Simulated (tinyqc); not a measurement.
Capture against depth of the level: configuration-coordinate model of carrier capture at a defect.

Two parabolas of equal curvature k in one coordinate Q: with the carrier free at the band edge, U_f = k Q^2/2; with the carrier trapped, U_t = k (Q - dQ)^2/2 - ET. ER = k dQ^2/2, Huang-Rhys factor S = ER/hw, hw = 0.0646541 sqrt(k/M) eV for k in eV/angstrom^2 and M in u. The curves cross at a height Eb = (ER - ET)^2/(4 ER) above the free minimum.

Multiphonon factor for giving p = ET/hw phonons to the lattice: W = exp(-S (2 nb + 1)) ((nb + 1)/nb)^(p/2) I_p(x), nb = 1/(exp(hw/kT) - 1), x = 2 S sqrt(nb (nb + 1)), I_p the modified Bessel function. Classical limit: W = hw exp(-Eb/kT)/sqrt(4 pi ER kT). At T = 0: exp(-S) S^p/Gamma(p + 1).

Constants: kB = 8.617333262e-05 eV/K.

Parameters, chosen for this exercise (out of a larger set: of the size met at a deep level in GaN; not measured data):
- ER = 0.52 eV (relaxation energy)
- hw = 0.03 eV (phonon energy of the mode)
- T = 77 K (temperature)

ET is varied at fixed ER, hw and T, as by moving the band edge with alloying or pressure.

Against ET:

| ET/ER | ET (eV) | Eb (eV) | log10 W | log10 W, classical |
|---|---|---|---|---|
| 0.10 | 0.052 | 0.1053 | -5.273 | -7.733 |
| 0.25 | 0.130 | 0.0731 | -3.648 | -5.628 |
| 0.50 | 0.260 | 0.0325 | -2.004 | -2.969 |
| 0.75 | 0.390 | 0.0081 | -1.218 | -1.373 |
| 1.00 | 0.520 | 0.0000 | -1.025 | -0.841 |
| 1.25 | 0.650 | 0.0081 | -1.285 | -1.373 |
| 1.50 | 0.780 | 0.0325 | -1.911 | -2.969 |
| 2.00 | 1.040 | 0.1300 | -4.038 | -9.350 |
| 3.00 | 1.560 | 0.5200 | -10.904 | -34.876 |

Capture is fastest at ET/ER = 1 among these rows, where the barrier vanishes or nearly so. The classical form is symmetric about ET = ER; the quantum one gives -2.00 at 0.5 and -1.91 at 1.5, against -2.97 for both. At ET = 3 ER it lies 24.0 decades above the classical value: deep levels capture by emitting many phonons, and the rate falls with depth by 13.2 decades per eV between the last two rows. Rows deeper than the gap of the host are formal.

tinyqc: `OMP_NUM_THREADS=1 python tinyqc.py 1450667 1450668 out.jsonl`; about 0.01 s, one thread, shared Intel(R) Xeon(R) Processor @ 2.30GHz.
